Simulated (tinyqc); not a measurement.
What each parameter does: shallow acceptor in the spherical four-band model.

Units Ry* = Ry/(g1 eps^2) and a* = a0 eps g1; mu = (6 g3 + 4 g2)/(5 g1) is the spherical heavy-light coupling and delta = (g3 - g2)/g1 the cubic term, which is left out.

The ground state 1S3/2 has an L = 0 part f(r) and an L = 2 part g(r). In units of Ry* and a*, with Gaussians f_i = exp(-a_i r^2), g_i = r^2 exp(-a_i r^2), A = a_i + a_j and I(n) = Gamma((n + 1)/2)/(2 A^((n + 1)/2)): S_ff = I(2), S_gg = I(6), H_ff = (6 a_i a_j/A) I(2) - 2 I(1), H_gg = (14 a_i a_j/A) I(6) - 2 I(5), H_fg = -mu [15 I(2) - 20 a_j I(4) + 4 a_j^2 I(6)]; each function is then normalised. The split-off band is left out.

Converged values use 22 exponents 2.2^i, i = -7 to 14, for f and for g.
Constants: Ry = 13.60569312 eV; a0 (Bohr radius) = 0.5291772105 angstrom.

Values chosen for the exercise (near those of a shallow acceptor in GaAs; shifted at random, so the results belong to these values and not to a real crystal): g1 = 7.06 (Luttinger gamma1); g2 = 2.08 (gamma2); g3 = 2.92 (gamma3); eps = 13.1 (dielectric constant).

Converged values.

Results for these values:
```
case     mu  Ry* (meV)  binding (meV)  <r> (angstrom)
base  0.732      11.23          22.78            39.5
```

What happens to each result for g1 = 7.62, all else kept?

Answer: mu falls from 0.732 to 0.678; Ry* falls from 11.23 to 10.40; binding falls from 22.78 to 18.31; <r> rises from 39.5 to 48.4.

The same for each parameter in turn:
```
case           mu  Ry* (meV)  binding (meV)  <r> (angstrom)
base        0.732      11.23          22.78            39.5
g1 = 7.62   0.678      10.40          18.31            48.4
g2 = 1.77   0.697      11.23          20.69            43.1
g3 = 2.69   0.693      11.23          20.48            43.5
eps = 14.1  0.732       9.69          19.66            42.5
```

g1 acts twice: it lowers Ry* and it lowers mu.

(tinyqc, `OMP_NUM_THREADS=1 python tinyqc.py 1251770 1251771 out.jsonl`, Intel(R) Xeon(R) Processor @ 2.30GHz, 1 thread, shared host, about 0.1 s.)
